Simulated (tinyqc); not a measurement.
Worked calculation: pi bands of a honeycomb layer in tight binding. Values are carried at full precision from step to step, so a last printed digit may differ when a step is redone from the rounded ones.

Lattice vectors a (1,0) and a (1/2, sqrt3/2); f = exp(i ky a/sqrt3) + 2 cos(kx a/2) exp(-i ky a/(2 sqrt3)), w = |f|. H = [[D - t2 F, -t f], [., -D - t2 F]] with F = w^2 - 3, S = [[1, s0 f], [., 1]]; the levels solve det(H - E S) = 0. K = (4 pi/3a, 0), M = (pi/a, pi/(sqrt3 a)); w = 3, 1, 0 at Gamma, M, K.

Constants: hbar = 6.58211957e-16 eV s; hbar^2/2m0 = 3.80998211 eV angstrom^2.

Parameters, chosen for this exercise (of the size used for graphene; not measured data):
```
symbol  value         unit        meaning
a       2.46          angstrom    lattice constant
t       2.89          eV          nearest hopping
t2      0             eV          second-neighbour hopping
s0      0.124                     overlap of neighbours
D       0.015         eV          +D on A, -D on B
k       (1.56, 0.49)  1/angstrom  wave vector
```

## H and S at one k

Form f, w, F and the two matrices.

f = 0.12629+0.87368i
w = 0.88275
F = -2.22074

H (eV), rows A, B and columns alike:
```
[[0.0150, -0.3650-2.5249i],
 [-0.3650+2.5249i, -0.0150]]
```

S, rows A, B and columns alike:
```
[[1.00000, 0.01566+0.10834i],
 [0.01566-0.10834i, 1.00000]]
```

## The secular equation

det(H - E S) = 0 reads (e - E)^2 - D^2 - (t + s0 E)^2 w^2 = 0 with e = -t2 (w^2 - 3), that is c2 E^2 + 2 c1 E + c0 = 0 with c2 = 1 - s0^2 w^2, c1 = -(e + t s0 w^2), c0 = e^2 - D^2 - t^2 w^2.

c2, c1, c0: [0.9880, -0.2793, -6.5087]

levels (eV): [-2.2995, 2.8648]

## Levels at Gamma, M and K

Solve the quadratic (e - E)^2 - D^2 - (t + s0 E)^2 w^2 = 0 with e = -t2 (w^2 - 3), for w = 3, 1, 0.

Levels (eV):
```
point  w    lower    upper  difference
Gamma  3  -6.3193  13.8057     20.1250
M      1  -2.5712   3.2991      5.8703
K      0  -0.0150   0.0150      0.0300
```

Measured from the middle of the levels at K (0.000 eV), the upper band reaches 13.806 eV and the lower -6.319 eV at Gamma: the upper band is the wider; overlap stretches the upper band and positive t2 the lower. The saddle points at M give the absorption peak at 5.870 eV in this one-electron picture.

## Near K

w = (sqrt3/2) a q to first order in the distance q from K. Effective hopping t* = t + 3 t2 s0, hbar v = (sqrt3/2) a t*, v in m/s = hbar v x 1e-10/hbar; band-edge masses follow from E^2 = D^2 + (hbar v q)^2 when t2 = s0 = 0: m/m0 = 2 c D/(hbar v)^2, c = hbar^2/2m0.

hbar v = 6.1569 eV angstrom
v = 9.354e+05 m/s
mass = 0.0030 m0

## Checks

- Roots of the quadratic against the generalised eigenproblem: they agree to 1e-10 or better.

(tinyqc, `OMP_NUM_THREADS=1 python tinyqc.py 1481727 1481728 out.jsonl`, Intel(R) Xeon(R) Processor @ 2.30GHz, 1 thread, shared host, about 0.01 s.)
